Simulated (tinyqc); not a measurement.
Worked calculation: LDA (PW92) atom on a uniform radial grid, spin-unpolarised, for Li. Computed by tinyqc, a small Python program that keeps every step. Settings: Z = 3, points = 64, R = 14.8, functional = lda,pw, mixing = 0.2, iteration cap = 60. Command: `OMP_NUM_THREADS=1 python tinyqc.py 21565 21566 out.jsonl` (the two numbers bound the seeds that draw the settings). One thread of a shared host (Intel(R) Xeon(R) Processor @ 2.60GHz), about 0.1 s of CPU time with the checks.

Spherical atom on a uniform radial grid r_j = j h with h = R/(N + 1), h sum u^2 = 1 and integrals as h times sums, u(0) = u(R) = 0 (atomic units):
```
parameter            value
Z                        3
points N                64
R                14.800000
h                 0.227692
mixing            0.200000
electrons in 1s          2
electrons in 2s          1
```

Three-point differences turn -u''/2 + [l(l+1)/2r^2 - Z/r + V] u = e u into a tridiagonal matrix (diagonal 1/h^2 + potential, off-diagonal -1/2h^2). D = sum f u^2; the Hartree potential y/r solves y'' = -D/r with y(0) = 0, y(R) = N_e; v_xc comes from rho = D/(4 pi r^2); E = sum f e - int D V + int D (V_H/2 + eps_xc); V(new) = V + mixing (V_H + v_xc - V).

Stop when input and output potentials agree to 1e-7.

Course of the cycle (hartree):
```
iteration            E      e(1s)      e(2s)  largest |V(out) - V(in)|
1          -6.10994358  -4.070501  -1.093977                  3.98e+00
2          -6.27710451  -3.456328  -0.830164                  3.01e+00
3          -6.38467648  -2.993084  -0.638505                  2.27e+00
4          -6.45276533  -2.644162  -0.498704                  1.70e+00
5          -6.49526345  -2.381740  -0.396297                  1.27e+00
6          -6.52148759  -2.184699  -0.320961                  9.42e-01
7          -6.53752485  -2.037018  -0.265316                  6.98e-01
8          -6.54726550  -1.926548  -0.224059                  5.15e-01
9          -6.55315204  -1.844088  -0.193366                  3.78e-01
10         -6.55669701  -1.782672  -0.170466                  2.77e-01
11         -6.55882722  -1.737037  -0.153338                  2.02e-01
...                ...        ...        ...                       ...
50         -6.56203936  -1.611282  -0.102033                  1.61e-05
51         -6.56203936  -1.611285  -0.102034                  1.34e-05
52         -6.56203936  -1.611288  -0.102034                  1.11e-05
53         -6.56203936  -1.611289  -0.102035                  9.20e-06
54         -6.56203936  -1.611291  -0.102035                  7.62e-06
55         -6.56203936  -1.611292  -0.102035                  6.30e-06
56         -6.56203936  -1.611294  -0.102036                  5.20e-06
57         -6.56203936  -1.611294  -0.102036                  4.29e-06
58         -6.56203936  -1.611295  -0.102036                  3.54e-06
59         -6.56203936  -1.611296  -0.102036                  2.91e-06
60         -6.56203936  -1.611296  -0.102036                  2.39e-06
```

Can the last value be used, and what does the course show?

Not by the stop rule, although the second column moves by less than 1e-07 over the last three steps; and the uniform grid itself carries an error of order h^2 at the cusp, far above the threshold. Not converged within 60 iterations: the residual falls steadily but slowly, by a factor of about 0.83 a step. Reruns (cap 100 unless said): mixing 0.3: converged in 49; mixing 0.6: converged in 20; the original settings with a cap of 400: converged in 76. Even converged, this uniform grid resolves the cusp poorly and misses the energy of the atom.
